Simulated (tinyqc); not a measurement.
Carrier density against temperature: charge neutrality of a doped semiconductor with incomplete ionisation. Computed by tinyqc, a small Python program. Command: `OMP_NUM_THREADS=1 python tinyqc.py 3019497 3019498 out.jsonl dopant walk`. One thread of a shared host (Intel(R) Xeon(R) Processor @ 2.30GHz), about 0.04 s of CPU time with the checks.

Energies are counted from the top of the valence band; E_D is measured down from the conduction band and E_A up from the valence band.

Inputs (values chosen for the exercise, modelled on ZnSe):
```
quantity                    value   unit
gap at 0 K E_g0              2.82     eV
Varshni alpha            0.000755   eV/K
Varshni beta                  292      K
electron mass m_e           0.155    m_0
valleys M_c                     1      -
hole mass m_h               0.747    m_0
donor density N_D               0  cm^-3
acceptor density N_A      3.4e+17  cm^-3
acceptor depth E_A          0.113     eV
acceptor degeneracy g_A         4      -
```

Doping: p-type. Statistics of the bands: Fermi-Dirac.

Constants: k_B = 8.617333262e-05 eV/K; m_0 = 9.1093837015e-31 kg; k_B = 1.380649e-23 J/K; h = 6.62607015e-34 J s.

Method:
- E_g = E_g0 - alpha T^2/(T + beta).
- N_c = 2 M_c (2 pi m_e k_B T/h^2)^(3/2) and N_v = 2 (2 pi m_h k_B T/h^2)^(3/2), masses in units of m_0.
- n = N_c F_1/2((E_F - E_g)/k_B T), p = N_v F_1/2(-E_F/k_B T).
- F_1/2(eta) = (2/sqrt(pi)) int_0^infinity sqrt(x)/(1 + exp(x - eta)) dx, by the trapezoid rule in t = sqrt(x) with step 0.02 up to t = 12 (for eta < -12 by exp(eta) - exp(2 eta)/2^(3/2)).
- N_A- = N_A/(1 + g_A exp((E_A - E_F)/k_B T)).
- Neutrality: p + N_D+ = n + N_A-; the log ratio is ln[(p + N_D+)/(n + N_A-)].
- Neutrality is solved by bisection at each T. The last column is -k_B d ln(p T^-3/4)/d(1/T) from this row and the one above; it turns negative as ionisation nears completion, when the density grows more slowly than that power of T.

Against temperature:
```
T (K)   p (cm^-3)  E_F from the band edge (eV)  ionised share  activation energy (eV)
47     2.5542e+11                      0.06150     7.5125e-07                       -
60     6.3018e+12                      0.06383     1.8535e-05                0.056500
82     1.4941e+14                      0.06818     4.3944e-04                0.056496
120    2.4917e+15                      0.07658     7.3285e-03                0.056421
190    2.5406e+16                      0.09450     7.4724e-02                0.055501
290    1.0008e+17                      0.12579     2.9435e-01                0.050038
300    1.0869e+17                      0.12931     3.1967e-01                0.042780
440    2.1414e+17                      0.18572     6.2984e-01                0.031764
600    2.7930e+17                      0.26359     8.2147e-01                0.004694
660    2.9265e+17                      0.29544     8.6074e-01               -0.014094
```

Between the two coldest rows the activation energy is 0.0565 eV, 0.50 of the dopant depth: without compensation E_F sits halfway between level and band, so half the depth shows. No row comes within 10 % of the net doping.
